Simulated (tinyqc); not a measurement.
# MOS structure on a p-type body, non-linear Poisson equation by Newton steps: what changes with what

One dimension, insulator interface at x = 0, acceptor density Na, uniform, net doping C = -(acceptor density). psi is counted from the intrinsic level: n = ni exp((psi - Vb)/Vt), p = ni exp(-psi/Vt); deep in the body psi_b = -Vt ln(Na/ni). The gate acts through Cox = eps0 eox/tox and has the potential psi_G = Vg - (phiM - chi - Vt ln(Nc/ni)). Boltzmann statistics, full ionisation, classical densities, no oxide or interface charge.

Parameters, values chosen for the exercise; band and dielectric values close to those of silicon:
- T = 300 K (temperature)
- Eg = 1.13 eV (band gap)
- eps_r = 11.6 (relative permittivity)
- Nc = 2.83e19 cm^-3 (conduction-band density of states at T)
- Nv = 2.66e19 cm^-3 (valence-band density of states at T)
- chi = 4.05 eV (electron affinity)
- Na = 1.1e17 cm^-3 (acceptor density deep in the body)
- eox = 3.9 (relative permittivity of the gate insulator (close to silicon dioxide))
- tox = 10 nm (insulator thickness)
- phiM = 4.75 eV (gate work function)
- Vb = 0 V (electron quasi-Fermi potential against the body)

Constants: q = 1.602176634e-19 C, kB = 1.380649e-23 J/K, Vt = kB T/q, eps0 = 8.8541878128e-14 F/cm where lengths are in cm. Results are converted to the units shown.

Each table varies one quantity; the others keep the values above.

## Charge and capacitance against gate voltage

ni = sqrt(Nc Nv) exp(-Eg/(2 Vt)), Eg in volts. The Poisson equation d/dx(eps0 eps_r dpsi/dx) = -q (p - n + C), with eps0 eps_r dpsi/dx = -Cox (psi_G - psi_0) at x = 0, is solved on a mesh of about 600 nodes or more. N_inv is the integral of n less its value deep in the body. C_LF = Cox (1 - dpsi_0/dVg) with all carriers following; C_HF is the same with the electron quasi-Fermi level shifting uniformly so that N_inv stays fixed. The centroid is that of the same excess.

Result of one run:

| Vg (V) | psi_0 - psi_b (V) | N_inv (cm^-2) | C_LF/Cox | C_HF/Cox | centroid (nm) |
|---|---|---|---|---|---|
| 1.38 | 0.935 | 4.53e11 | 0.876 | 0.226 | 1.38 |

What becomes of these results when the gate voltage against the body Vg is changed from 1.38 to 1.03 V, all else the same?

Result of the changed run:

| Vg (V) | psi_0 - psi_b (V) | N_inv (cm^-2) | C_LF/Cox | C_HF/Cox | centroid (nm) |
|---|---|---|---|---|---|
| 1.03 | 0.823 | 7.49e9 | 0.305 | 0.236 | 1.62 |

The whole series:

| Vg (V) | psi_0 - psi_b (V) | N_inv (cm^-2) | C_LF/Cox | C_HF/Cox | centroid (nm) |
|---|---|---|---|---|---|
| 0.69 | 0.571 | 5.44e5 | 0.272 | 0.272 | 1.99 |
| 0.86 | 0.697 | 6.27e7 | 0.252 | 0.252 | 1.78 |
| 1.03 | 0.823 | 7.49e9 | 0.305 | 0.236 | 1.62 |
| 1.2 | 0.903 | 1.50e11 | 0.734 | 0.228 | 1.49 |
| 1.38 | 0.935 | 4.53e11 | 0.876 | 0.226 | 1.38 |
| 1.55 | 0.952 | 7.76e11 | 0.918 | 0.225 | 1.29 |
| 1.72 | 0.964 | 1.11e12 | 0.938 | 0.225 | 1.21 |
| 1.89 | 0.974 | 1.46e12 | 0.949 | 0.225 | 1.15 |
| 2.07 | 0.982 | 1.82e12 | 0.958 | 0.225 | 1.09 |

N_inv goes from 5.44e5 to 1.82e12 cm^-2 and passes 2e11 cm^-2 at Vg = 1.23 V. Below threshold it takes 81.8 mV a decade between Vg = 0.86 and 1.03 V, against Vt ln 10 = 59.5 mV. C_LF/Cox is lowest, 0.252, at Vg = 0.86 V among the rows listed and ends at 0.958, while C_HF/Cox ends at 0.225. Between the last two rows q dN_inv/dVg is 0.948 Cox. Where the classical centroid is under about 2 nm, confinement would move the charge away from the interface and raise the threshold.

## Effect of the electron quasi-Fermi potential against the body on threshold, swing and body effect

VT is the Vg at which N_inv = 2e11 cm^-2. m = 1/(dpsi_0/dVg) at N_inv = 1e8 cm^-2; the swing is the Vg between N_inv = 1e8 and 1e9 cm^-2; body coefficient [VT(Vb + 0.05 V) - VT(Vb)]/0.05 V - 1.

Results:

| Vb (V) | VT (V) | psi_0 - psi_b at VT (V) | m - 1 | swing (mV/decade) | body coefficient |
|---|---|---|---|---|---|
| 0 | 1.23 | 0.911 | 0.335 | 80.9 | 0.308 |
| 0.3 | 1.62 | 1.21 | 0.279 | 77.2 | 0.264 |
| 0.6 | 1.99 | 1.52 | 0.244 | 75.0 | 0.234 |
| 1.2 | 2.72 | 2.12 | 0.202 | 72.3 | 0.196 |
| 1.5 | 3.08 | 2.42 | 0.188 | 71.4 | 0.183 |
| 1.8 | 3.43 | 2.72 | 0.176 | 70.6 | 0.172 |

Estimate the missing row, Vb = 0.9 V.

Computed row:

| Vb (V) | VT (V) | psi_0 - psi_b at VT (V) | m - 1 | swing (mV/decade) | body coefficient |
|---|---|---|---|---|---|
| 0.9 | 2.36 | 1.82 | 0.220 | 73.4 | 0.213 |

With this row back in the table: As Vb goes from 0 to 1.8, VT rises from 1.23 to 3.43 V, the swing falls from 80.9 to 70.6 mV/decade and the body coefficient falls from 0.308 to 0.172. The swing stays within 1.8 % of m Vt ln 10, and the body coefficient within 0.027 of m - 1.

Program tinyqc, `OMP_NUM_THREADS=1 python tinyqc.py 2080048 2080049 out.jsonl`; Intel Xeon 2.30GHz, shared host, one thread, about 0.4 s.
